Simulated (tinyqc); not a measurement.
# Effect of the position of a charge sheet

One sheet of 3.1e11 cm^-2 lies at the depth x from the gate; it shifts Vfb by -(q/eps0) Q s, with s = x/e2 in layer 2 and t2/e2 + (x - t2)/e1 in layer 1, and it induces the share s/(t1/e1 + t2/e2) of its image in the semiconductor.

Values chosen for this exercise:

| symbol | value | unit | meaning |
|---|---|---|---|
| t1 | 0.6 | nm | thickness of layer 1, next to the semiconductor |
| e1 | 3.83 |  | relative permittivity of layer 1 |
| t2 | 5.6 | nm | thickness of layer 2, next to the gate |
| e2 | 21.5 |  | relative permittivity of layer 2 |

Constants: q = 1.602176634e-19 C, eps0 = 8.8541878128e-14 F/cm where lengths are in cm. Results are converted to the units shown.

Effect of the position of a charge sheet:
```
x (nm),shift (mV),image in the semiconductor (%)
0,0,0
0.77,-2.0090,8.5859
1.55,-4.0441,17.283
2.32,-6.0530,25.869
3.1,-8.0881,34.567
3.87,-10.097,43.153
4.65,-12.132,51.850
5.42,-14.141,60.436
6.2,-23.398,100.00
```

Read the table: what changes, and by how much?

The shift grows from 0 at the gate to -23.4 mV at the semiconductor, by -2.61 mV/nm in layer 2 and -14.6 mV/nm in layer 1, the ratio of the permittivities. A sheet between the layers has 62.4 % of its full effect.

Computed by the program tinyqc: `OMP_NUM_THREADS=1 python tinyqc.py 2010065 2010066 out.jsonl`, one thread of a shared Intel Xeon 2.30GHz, about 0.01 s for the whole run.
